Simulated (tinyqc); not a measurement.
# Nanowire ballistic transistor, top-of-the-barrier model, step by step

Numbers from tinyqc (`OMP_NUM_THREADS=1 python tinyqc.py 2400088 2400089 out.jsonl`; about 0.03 s on one thread of a shared Intel Xeon 2.30GHz). Printed values are rounded.

At the top of the source barrier, states moving towards the drain are filled by the source (Fermi level 0) and states moving back by the drain (Fermi level -q Vd); nothing scatters. U is the shift of the band edge there, set by the capacitances CG, CD and CS (the total) and by the charge. Parabolic one-dimensional subband; the source is grounded.

Inputs (values chosen for the exercise); mass and valleys close to those of germanium: temperature T = 400 K; effective mass m = 0.121 m0; valley degeneracy gv = 4; relative permittivity of the gate insulator eox = 9; insulator thickness tox = 3.2 nm; wire diameter d = 3 nm; gate control CG/CS aG = 0.83; drain control CD/CS aD = 0.097; band edge at the barrier top above the source Fermi level at zero bias E0 = 0.24 eV; gate voltage Vg = 0.7 V; drain voltage Vd = 0.7 V.

Constants: q = 1.602176634e-19 C, kB = 1.380649e-23 J/K, hbar = 1.054571817e-34 J s, h = 6.62607015e-34 J s, m0 = 9.1093837015e-31 kg, Vt = kB T/q, eps0 = 8.8541878128e-14 F/cm where lengths are in cm. Results are converted to the units shown.

## Density of states, capacitances and charge at zero bias

N0 = gv sqrt(2 m kB T/pi)/hbar, CG = 2 pi eps0 eox/ln(1 + 2 tox/d), CS = CG/aG, n0 = n at U = 0 and Vd = 0. eta1 = -(E0 + U)/Vt, eta2 = eta1 - Vd/Vt, n = (N0/2)[F_(-1/2)(eta1) + F_(-1/2)(eta2)], F_(-1/2)(x) = (1/sqrt(pi)) int_0^infinity u^(-1/2)/(1 + exp(u - x)) du. UL = -(aG Vg + aD Vd).

N0 = 7.466769e6 cm^-1
CG = 4.383974 pF/cm
CS = 5.281896 pF/cm
n0 = 7062.773 cm^-1
UL = -0.6489 eV

## Iteration 1: self-consistent potential at the barrier top

U at the start (U = UL) = -0.6489 eV

eta1 = -(E0 + U)/Vt, eta2 = eta1 - Vd/Vt, n = (N0/2)[F_(-1/2)(eta1) + F_(-1/2)(eta2)], F_(-1/2)(x) = (1/sqrt(pi)) int_0^infinity u^(-1/2)/(1 + exp(u - x)) du. U(out) = UL + q (n - n0)/CS. Newton step: U(new) = U + (U(out) - U)/(1 + CQ/CS), CQ = (q/Vt) dn/d(eta1) with both F' summed; F' = dF_(-1/2)/dx.

eta1 = 11.86272
eta2 = -8.445188
n = 1.446630e7 cm^-1
U(out) = -0.2103028 eV
CQ = 2.873538 pF/cm
U after iteration 1 = -0.3648410 eV

## Iteration 2: self-consistent potential at the barrier top

As before.

eta1 = 3.621798
eta2 = -16.68611
n = 7.714016e6 cm^-1
U(out) = -0.4151222 eV
CQ = 5.649612 pF/cm
U after iteration 2 = -0.3891359 eV

## Course of the iteration: self-consistent potential at the barrier top

Stop when U changes by less than 1e-9 eV, or after 90 iterations.

Course of the iteration:
```
iteration	U (eV)	|change| (eV)
1	-0.3648410	0.284
2	-0.3891359	0.0243
3	-0.3898119	6.76e-4
4	-0.3898124	4.51e-7
5	-0.3898124	2.00e-13
```

Converged in 5 iterations. At the end the number of correct digits about doubles with each step.

## Current, mean velocity and share of the gate voltage

converged U = -0.3898124 eV

N0 = gv sqrt(2 m kB T/pi)/hbar, CG = 2 pi eps0 eox/ln(1 + 2 tox/d), CS = CG/aG, n0 = n at U = 0 and Vd = 0. eta1 = -(E0 + U)/Vt, eta2 = eta1 - Vd/Vt, n = (N0/2)[F_(-1/2)(eta1) + F_(-1/2)(eta2)], F_(-1/2)(x) = (1/sqrt(pi)) int_0^infinity u^(-1/2)/(1 + exp(u - x)) du. I = gv (2 q^2/h) Vt [ln(1 + exp eta1) - ln(1 + exp eta2)]. Mean velocity I/(q n). CQ = (q/Vt) dn/d(eta1); the band edge follows the gate as -dU/dVg = aG/(1 + CQ/CS).

eta1 = 4.346251
n = 8.548406e6 cm^-1
I = 46.56791 uA
mean velocity = 3.400096e7 cm/s
CQ = 5.078563 pF/cm
-dU/dVg = 0.4231448 eV/V

The carriers from the source are degenerate (eta1 = 4.35), and the mean velocity is 1.90 times vT = sqrt(2 kB T/(pi m)) = 1.79e7 cm/s.
